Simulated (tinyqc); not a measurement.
Finite-difference solution of the diffusion equation on a small grid: one step, computed by the program tinyqc. Command: `OMP_NUM_THREADS=1 python tinyqc.py 3022010 3022011 out.jsonl fdiff walk`. One thread of a shared host (Intel(R) Xeon(R) Processor @ 2.30GHz), about 0.01 s of CPU time with the checks.

dC/dt = D d2C/dx2 on nodes x_j = j dx, j = 0..11; the far end is sealed.

Problem. Time step 2. With r = D dt/dx^2: (1 - theta r M) C(new) = (1 + (1 - theta) r M) C(old); theta = 0 explicit, 1 implicit, 1/2 Crank-Nicolson.

Boundary at x = 0: fixed surface value. Scheme: explicit.

operator M:
```
,0,1,2,3,4,5,6,7,8,9,10,11
0,0,0,0,0,0,0,0,0,0,0,0,0
1,1,-2,1,0,0,0,0,0,0,0,0,0
2,0,1,-2,1,0,0,0,0,0,0,0,0
3,0,0,1,-2,1,0,0,0,0,0,0,0
4,0,0,0,1,-2,1,0,0,0,0,0,0
5,0,0,0,0,1,-2,1,0,0,0,0,0
6,0,0,0,0,0,1,-2,1,0,0,0,0
7,0,0,0,0,0,0,1,-2,1,0,0,0
8,0,0,0,0,0,0,0,1,-2,1,0,0
9,0,0,0,0,0,0,0,0,1,-2,1,0
10,0,0,0,0,0,0,0,0,0,1,-2,1
11,0,0,0,0,0,0,0,0,0,0,2,-2
```

mesh ratio r = 0.10944

C after step 1 (%): [76.00000, 8.31744, 0.00000, 0.00000, 0.00000, 0.00000, 0.00000, 0.00000, 0.00000, 0.00000, 0.00000, 0.00000]

Give: C after step 2.

Solution.

C after step 2 (%): [76.00, 14.81, 0.91, 0.00, 0.00, 0.00, 0.00, 0.00, 0.00, 0.00, 0.00, 0.00]
